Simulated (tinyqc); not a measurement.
One-dimensional ballistic tunnel FET, two-band WKB: one step of the calculation.

A p-type source for x < 0 with its Fermi level at 0 and its valence edge at ds; in the channel the bands fall as D exp(-x/lam) towards their flat values, with the conduction edge at Ec = ds - dP and D = dP + Eg. The gate moves dP one to one. The drain Fermi level lies at -Vd and the drain side reflects nothing. For w = E - Ec between 0 and dP an electron crosses the gap. Two-band dispersion with equal masses m: inside the gap kappa = sqrt(m u (1 - u/Eg)/C), u the distance from a band edge, C = hbar^2/(2 m0).

Problem. Current on a coarse grid. S(w) = 2 lam int_0^Eg kappa(u) du/(w + Eg - u) = 2 pi lam sqrt(m/(C Eg)) [w + Eg/2 - sqrt(w (w + Eg))], T(w) = exp(-S). I = g (2 q^2/h) int_0^dP T(w) [f(E) - f(E + Vd)] dw, E = ds - dP + w, f(x) = 1/(1 + exp(x/Vt)). Simpson's rule on nE equally spaced points.

Parameters, values chosen for the exercise; band and dielectric values close to those of germanium:
- T = 300 K (temperature)
- Eg = 0.67 eV (band gap)
- m = 0.05 m0 (band-edge mass of the two-band model)
- lam = 1.8 nm (screening length of the source junction)
- ds = 0.13 eV (source valence edge above the source Fermi level)
- Vd = 0.5 V (drain bias)
- g = 2 (number of degenerate subbands (spin apart))
- dP = 0.48 eV (tunnelling window Ev(source) - Ec(channel))
- nE = 13 (points of the energy grid)

Constants: q = 1.602176634e-19 C, kB = 1.380649e-23 J/K, hbar = 1.054571817e-34 J s, h = 6.62607015e-34 J s, m0 = 9.1093837015e-31 kg, Vt = kB T/q, hbar^2/(2 m0) = 0.0380998212 eV nm^2. Results are converted to the units shown.

Wanted: w; T(w); difference of the f; I.

Solution.

```
point,w (eV),T(w),difference of the f
0,0.00000,0.0049790,0.99699
1,0.04000,0.038074,0.99935
2,0.08000,0.067769,0.99983
3,0.12000,0.097449,0.99983
4,0.16000,0.12657,0.99935
5,0.20000,0.15480,0.99699
6,0.24000,0.18192,0.98601
7,0.28000,0.20785,0.93748
8,0.32000,0.23256,0.76141
9,0.36000,0.25607,0.40448
10,0.40000,0.27841,0.12630
11,0.44000,0.29962,0.029847
12,0.48000,0.31976,0.0065052
```

I = 7.3710 uA

Range of the model: The two-band model describes a direct gap; phonon-assisted tunnelling across an indirect gap is left out. Where S is below about 2 the WKB prefactor of 1 is a rough guess.

Program tinyqc, `OMP_NUM_THREADS=1 python tinyqc.py 2620145 2620146 out.jsonl`; Intel Xeon 2.30GHz, shared host, one thread, about 0.01 s.
